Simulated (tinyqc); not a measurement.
# Worked calculation: CMOS latch-up, two-transistor model

Numbers from tinyqc (`OMP_NUM_THREADS=1 python tinyqc.py 2670135 2670136 out.jsonl`; about 0.06 s on one thread of a shared Intel Xeon 2.30GHz). Printed values are rounded.

A parasitic pnp (emitter at Vdd, base shunted by Rw) and npn (emitter at ground, base shunted by Rs) feed each other: the npn collector current flows out of the pnp base node, the pnp collector current into the npn base node. Forward-active transistors with constant gains: Icn = Isn exp(Vn/Vt), Icp = Isp (exp(Vp/Vt) - 1). A current Ii is injected into the npn base node.

Values chosen for this exercise; values close to those of bulk CMOS: temperature T = 300 K; current gain of the npn bn = 20.5; current gain of the pnp bp = 0.7; saturation current of the npn at T Isn = 2.7e-16 A; saturation current of the pnp at T Isp = 2.4e-15 A; substrate resistance shunting the npn Rs = 520 ohm; well resistance shunting the pnp Rw = 4800 ohm; resistance from the pnp collector to the npn base R2 = 400 ohm; base-emitter voltage in the on state Von = 0.75 V; saturation voltage Vsat = 0.06 V; supply voltage Vdd = 2.5 V; current injected into the substrate Ii = 0.964 mA.

Constants: q = 1.602176634e-19 C, kB = 1.380649e-23 J/K, Vt = kB T/q. Results are converted to the units shown.

## Holding current and voltage

On state with both base-emitter voltages at Von: npn base current Ib = (Von/Rs + bp Von/Rw)/(bn bp - 1), holding current Ih = (bn + 1) Ib + Von/Rs, holding voltage Vh = Vsat + Von + R2 (Ib + Von/Rs).

bn bp = 14.35
Ib = 0.116231 mA
Ih = 3.94127 mA
Vh = 1.43342 V

Vh is below Vdd = 2.5 V, so the supply can sustain a latched state.

## The off branch

```
point,Vn (V)
0,0.495
1,0.575
2,0.625
3,0.655
4,0.675
5,0.695
6,0.71
7,0.725
```

Node equations: Vp/Rw + Icp/bp = Icn and Vn/Rs + Icn/bn = Icp + Ii. Loop gain G = gn gp/[(1/Rw + gp/bp)(1/Rs + gn/bn)], gn = Icn/Vt, gp = (Icp + Isp)/Vt; the off state ends where G = 1, and Ii there is the trigger current. For each Vn: Icn, then Vp from the first equation, then Ii from the second.

```
point,Icn (mA),Vp (V),Icp (mA),Ii (mA),G
0,5.5847e-5,2.6806e-4,2.5016e-14,0.95193,5.0576e-13
1,0.0012329,0.0059181,6.1738e-13,1.1058,1.3877e-11
2,0.0085291,0.040940,9.2941e-12,1.2023,3.6941e-10
3,0.027219,0.13065,3.7352e-10,1.2609,3.7220e-8
4,0.059002,0.28321,1.3737e-7,1.3010,2.8612e-5
5,0.12789,0.56427,0.0072364,1.3355,1.0519
6,0.22848,0.62262,0.069134,1.3074,2.4920
7,0.40816,0.64890,0.19108,1.2231,4.0241
```

Ii peaks at 1.336 mA, at Vn = 0.6947 V where G = 1; beyond it the loop feeds itself.

## Iteration 1: response to the injected current, once round the loop per iteration

Vn at the start = 0.54 V

Icn = Isn exp(Vn/Vt); Vp solves Vp/Rw + Icp/bp = Icn; Vn(new) solves Vn/Rs + (Isn/bn) exp(Vn/Vt) = Icp + Ii.

Icn = 3.18394e-4 mA
Vp = 0.00152829 V
Icp = 1.46158e-13 mA
Vn after iteration 1 = 0.501278 V

## Course of the iteration: response to the injected current, once round the loop per iteration

Stop when Vn changes by less than 1e-9 V, or after 150 iterations. Vn must stay below 1.1 V.

Course of the iteration:
```
iteration,Vn (V),|change| (V)
1,0.501278,0.0387
2,0.501278,5.93e-14
```

Converged in 2 iterations. The change falls from 0.039 in the first iteration to below the tolerance in the last. An off state exists, since Ii is below the trigger current, the largest Ii that the node equations allow, 1.336 mA.
